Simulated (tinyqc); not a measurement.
Exchange-only LDA atom on a uniform radial grid, spin-unpolarised, for Be, step by step. Computed by tinyqc, a small Python program that keeps every step. Settings: Z = 4, points = 192, R = 18.0, functional = Slater exchange alone, mixing = 0.2, iteration cap = 86. Command: `OMP_NUM_THREADS=1 python tinyqc.py 24330 24331 out.jsonl` (the two numbers bound the seeds that draw the settings). One thread of a shared host (Intel(R) Xeon(R) Processor @ 2.60GHz), about 0.7 s of CPU time with the checks. Later iterations appear only in the table of the cycle.

## Iteration 1

Spherical atom on a uniform radial grid r_j = j h with h = R/(N + 1), h sum u^2 = 1 and integrals as h times sums, u(0) = u(R) = 0 (atomic units):
```
parameter            value
Z                        4
points N               192
R                18.000000
h                 0.093264
mixing            0.200000
electrons in 1s          2
electrons in 2s          2
```

Three-point differences turn -u''/2 + [l(l+1)/2r^2 - Z/r + V] u = e u into a tridiagonal matrix (diagonal 1/h^2 + potential, off-diagonal -1/2h^2). D = sum f u^2; the Hartree potential y/r solves y'' = -D/r with y(0) = 0, y(R) = N_e; v_xc comes from rho = D/(4 pi r^2); E = sum f e - int D V + int D (V_H/2 + eps_xc); V(new) = V + mixing (V_H + v_xc - V).

eigenvalues (hartree): [-7.739490, -1.982900]

Every 12th grid point:
```
r              V in     u(1s)      u(2s)         D       V_H       v_xc
1.119171   0.000000  0.217348  -0.827863  1.465193  3.148696  -0.446294
2.238342   0.000000  0.005451  -0.506635  0.513418  1.772952  -0.198210
3.357513   0.000000  0.000103  -0.135188  0.036552  1.191024  -0.062692
4.476684   0.000000  1.71e-06  -0.027116  0.001471  0.893512  -0.017733
5.595855   0.000000  2.69e-08  -0.004693  0.000044  0.714815  -0.004746
6.715026   0.000000  4.04e-10  -0.000742  1.10e-06  0.595679  -0.001229
7.834197   0.000000         0  -0.000110  2.44e-08  0.510582  -0.000311
8.953368   0.000000         0  -0.000016  4.93e-10  0.446759  -0.000078
10.072539  0.000000         0  -2.16e-06         0  0.397119  -0.000019
11.191710  0.000000         0  -2.90e-07         0  0.357407   0.000000
12.310881  0.000000         0  -3.80e-08         0  0.324916   0.000000
13.430052  0.000000         0  -4.91e-09         0  0.297840   0.000000
14.549223  0.000000         0  -6.24e-10         0  0.274929   0.000000
15.668394  0.000000         0  -7.83e-11         0  0.255291   0.000000
16.787565  0.000000         0          0         0  0.238272   0.000000
17.906736  0.000000         0          0         0  0.223380   0.000000
```

total energy = -12.78872272 hartree

## Iteration 2

As before.

eigenvalues (hartree): [-6.711991, -1.509522]

Every 12th grid point:
```
r              V in     u(1s)      u(2s)         D       V_H       v_xc
1.119171   0.540480  0.240387  -0.753715  1.251744  3.072841  -0.423475
2.238342   0.314948  0.007515  -0.568380  0.646224  1.763299  -0.214008
3.357513   0.225666  0.000181  -0.189224  0.071612  1.190490  -0.078446
4.476684   0.175156  3.92e-06  -0.047987  0.004605  0.893491  -0.025944
5.595855   0.142014  8.01e-08  -0.010604  0.000225  0.714814  -0.008172
6.715026   0.118890  1.58e-09  -0.002156  0.000009  0.595679  -0.002502
7.834197   0.102054  3.05e-11  -0.000414  3.43e-07  0.510582  -0.000752
8.953368   0.089336         0  -0.000076  1.17e-08  0.446759  -0.000223
10.072539  0.079420         0  -0.000014  3.75e-10  0.397119  -0.000065
11.191710  0.071481         0  -2.39e-06  1.14e-11  0.357407  -0.000019
12.310881  0.064983         0  -4.10e-07         0  0.324916   0.000000
13.430052  0.059568         0  -6.92e-08         0  0.297840   0.000000
14.549223  0.054986         0  -1.15e-08         0  0.274929   0.000000
15.668394  0.051058         0  -1.89e-09         0  0.255291   0.000000
16.787565  0.047654         0  -3.03e-10         0  0.238272   0.000000
17.906736  0.044676         0  -1.31e-11         0  0.223380   0.000000
```

total energy = -13.12426580 hartree

## Iteration 3

As before.

eigenvalues (hartree): [-5.932326, -1.161543]

Every 12th grid point:
```
r              V in     u(1s)      u(2s)         D       V_H       v_xc
1.119171   0.962258  0.259699  -0.684489  1.071938  3.002952  -0.402142
2.238342   0.561817  0.009664  -0.611393  0.747789  1.751021  -0.224679
3.357513   0.402942  0.000283  -0.243680  0.118760  1.189489  -0.092854
4.476684   0.313634  0.000008  -0.074856  0.011207  0.893432  -0.034896
5.595855   0.254939  1.91e-07  -0.020215  0.000817  0.714811  -0.012564
6.715026   0.213747  4.70e-09  -0.005055  0.000051  0.595679  -0.004416
7.834197   0.183609  1.13e-10  -0.001201  2.88e-06  0.510582  -0.001528
8.953368   0.160776         0  -0.000275  1.51e-07  0.446759  -0.000523
10.072539  0.142947         0  -0.000061  7.49e-09  0.397119  -0.000178
11.191710  0.128663         0  -0.000013  3.56e-10  0.357407  -0.000060
12.310881  0.116970         0  -2.85e-06  1.63e-11  0.324916  -0.000020
13.430052  0.107222         0  -6.02e-07         0  0.297840   0.000000
14.549223  0.098974         0  -1.26e-07         0  0.274929   0.000000
15.668394  0.091905         0  -2.59e-08         0  0.255291   0.000000
16.787565  0.085778         0  -5.13e-09         0  0.238272   0.000000
17.906736  0.080417         0  -2.51e-10         0  0.223380   0.000000
```

total energy = -13.34584855 hartree

## Convergence

Stop when input and output potentials agree to 1e-7.

Course of the cycle (hartree):
```
iteration             E      e(1s)      e(2s)  largest |V(out) - V(in)|
1          -12.78872272  -7.739490  -1.982900                  6.75e+00
2          -13.12426580  -6.711991  -1.509522                  5.12e+00
3          -13.34584855  -5.932326  -1.161543                  3.86e+00
4          -13.48963605  -5.342500  -0.905297                  2.89e+00
5          -13.58132199  -4.897766  -0.716225                  2.16e+00
6          -13.63875429  -4.563627  -0.576423                  1.60e+00
7          -13.67407909  -4.313520  -0.472836                  1.19e+00
8          -13.69540417  -4.127026  -0.395926                  8.72e-01
9          -13.70803824  -3.988486  -0.338714                  6.39e-01
10         -13.71538712  -3.885933  -0.296079                  4.66e-01
11         -13.71958832  -3.810262  -0.264252                  3.39e-01
...                 ...        ...        ...                       ...
59         -13.72482891  -3.602175  -0.167688                  8.44e-07
60         -13.72482891  -3.602175  -0.167688                  6.73e-07
61         -13.72482891  -3.602174  -0.167688                  5.37e-07
62         -13.72482891  -3.602174  -0.167688                  4.29e-07
63         -13.72482891  -3.602174  -0.167688                  3.42e-07
64         -13.72482891  -3.602174  -0.167688                  2.73e-07
65         -13.72482891  -3.602174  -0.167688                  2.18e-07
66         -13.72482891  -3.602174  -0.167688                  1.74e-07
67         -13.72482891  -3.602174  -0.167688                  1.39e-07
68         -13.72482891  -3.602174  -0.167688                  1.11e-07
69         -13.72482891  -3.602174  -0.167688                  8.85e-08
```

Converged in 69 iterations. A uniform grid resolves the cusp poorly: for a bare nucleus this grid gives 1s at -7.73949 against -Z^2/2 = -8 hartree. Before convergence this energy mixes input and output and is not variational, so it may rise towards its limit.
